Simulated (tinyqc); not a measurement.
# Free and trapped electrons in a MOS channel with a dense trap tail: effects of single changes

p-type body, charge-sheet picture, full ionisation (an idealisation for deep acceptors), Boltzmann statistics for free electrons. e = Ec - EF at the surface. Acceptor-like traps of density D(E) = D0 + De exp(-E/Ew) at depth E below Ec, from 0 to Eu, hold n_t = integral of D(E)/(1 + exp((e - E)/Vt)). psi = Eg - Vt ln(Nv/Na) - e; N_dep = sqrt(2 eps0 eps_r Na (psi - Vt)/q); n_f = sqrt(N_dep^2 + 2 eps0 eps_r Vt Nc exp(-e/Vt)/q) - N_dep; Vg = Vfb + psi + q (N_dep + n_t + n_f)/Cox, Cox = eps0 eox/tox.

Inputs (values chosen for the exercise); band and dielectric values close to those of silicon:

| symbol | value | unit | meaning |
|---|---|---|---|
| T | 475 | K | temperature |
| Eg | 1.11 | eV | band gap |
| eps_r | 11.9 |  | relative permittivity |
| Nc | 5.58e19 | cm^-3 | conduction-band density of states at T |
| Nv | 5.36e19 | cm^-3 | valence-band density of states at T |
| eox | 3.9 |  | relative permittivity of the insulator |
| tox | 57 | nm | insulator thickness |
| Na | 1.7e17 | cm^-3 | acceptor density |
| Vfb | -0.67 | V | flat-band voltage without trapped charge |
| D0 | 1.4e11 | cm^-2 eV^-1 | constant background density of acceptor-like traps |
| De | 2.4e13 | cm^-2 eV^-1 | density of the tail at the conduction edge |
| Ew | 0.08 | eV | decay energy of the tail |
| Eu | 0.52 | eV | depth below Ec down to which the traps reach |
| mf | 240 | cm^2/(V s) | mobility of free electrons |

Constants: q = 1.602176634e-19 C, kB = 1.380649e-23 J/K, Vt = kB T/q, eps0 = 8.8541878128e-14 F/cm where lengths are in cm. Results are converted to the units shown.

Each table varies one quantity; the others keep the values above.

## Free and trapped charge against gate voltage

Free share n_f/(n_f + n_t); swing ln 10 n_f/(dn_f/dVg); field-effect mobility mf q (dn_f/dVg)/Cox, for a constant mf; oxide field q (N_dep + n_t + n_f)/(eps0 eox).

Results:
columns A: Vg (V); B: e (eV); C: n_f (cm^-2); D: n_t (cm^-2); E: free share (%); F: swing (mV/decade); G: field-effect mobility (cm^2/(V s)); H: oxide field (MV/cm)
```
A           B         C         D       E        F         G       H
0.9    0.7077   8.775e5   8.881e7  0.9784    740.5  0.001732  0.2462
2.3    0.4408   3.372e8  2.156e10   1.540    487.5     1.011  0.4450
3.6    0.2396  3.684e10  1.852e11   16.59     1084     49.69  0.6377
6.3    0.1242  4.816e11  6.108e11   44.09     5091     138.3   1.091
7.6   0.09990  7.825e11  7.709e11   50.37     7405     154.4   1.315
8.9   0.08135  1.111e12  9.107e11   54.96     9783     166.0   1.540
10.3  0.06514  1.489e12  1.043e12   58.81  1.237e4     175.9   1.783
11.6  0.05238  1.857e12  1.150e12   61.75  1.478e4     183.5   2.008
```

Estimate the missing row, Vg = 4.9 V.

Computed row:
columns A: Vg (V); B: e (eV); C: n_f (cm^-2); D: n_t (cm^-2); E: free share (%); F: swing (mV/decade); G: field-effect mobility (cm^2/(V s)); H: oxide field (MV/cm)
```
A         B         C         D      E     F      G       H
4.9  0.1640  2.059e11  4.080e11  33.55  2778  108.3  0.8525
```

With this row back in the table: n_f reaches 1e11 cm^-2 at Vg = 4.20 V, against 3.43 V without traps. The free share rises from 0.978 to 61.7 % and the field-effect mobility rises from 0.00173 to 184 cm^2/(V s), although mf = 240 is constant: in the last row 76.5 % of Cox dVg goes into free electrons. The swing in the first row is 741 mV a decade (Vt ln 10 = 94.3). For Vg = 8.9, 10.3, 11.6 EF lies less than 2 Vt below the band edge, or above it, where degeneracy and confinement, left out, matter.

## Effect of the density of the tail at the conduction edge

VT is the Vg for n_f = 1e11 cm^-2; swing ln 10 n_f/(dn_f/dVg) at n_f = 1e8 cm^-2; the last three columns are for Vg = VT + 4.6 V, with free share n_f/(n_f + n_t) and field-effect mobility mf q (dn_f/dVg)/Cox; there EF is near the band edge, where Boltzmann statistics are rough.

Effect of the density of the tail at the conduction edge:
columns A: De (cm^-2 eV^-1); B: e at VT (eV); C: VT (V); D: q n_t/Cox at VT (V); E: swing (mV/decade); F: n_f (cm^-2); G: free share (%); H: field-effect mobility (cm^2/(V s))
```
A          B      C       D      E         F      G      H
1e12  0.1962  3.577  0.1469  466.1  1.617e12  93.87  226.4
2e12  0.1962  3.604  0.1740  467.0  1.587e12  91.51  223.6
5e12  0.1962  3.685  0.2554  469.4  1.501e12  84.87  215.1
1e13  0.1962  3.821  0.3911  473.4  1.372e12  75.10  201.1
2e13  0.1962  4.092  0.6625  481.5  1.157e12  59.62  174.9
4e13  0.1962  4.635   1.205  497.6  8.603e11  39.73  132.1
9e13  0.1962  5.992   2.562  538.0  5.101e11  18.81  72.72
2e14  0.1962  8.977   5.547  626.8  2.859e11  7.379  31.47
```

As De goes from 1e12 to 2e14, VT rises from 3.58 to 8.98 V, its part due to traps rises from 0.147 to 5.55 V, the swing rises from 466 to 627 mV/decade and the field-effect mobility falls from 226 to 31.5 cm^2/(V s).

tinyqc, about 0.02 s, one thread, Intel Xeon 2.30GHz (shared host): `OMP_NUM_THREADS=1 python tinyqc.py 2222229 2222230 out.jsonl`
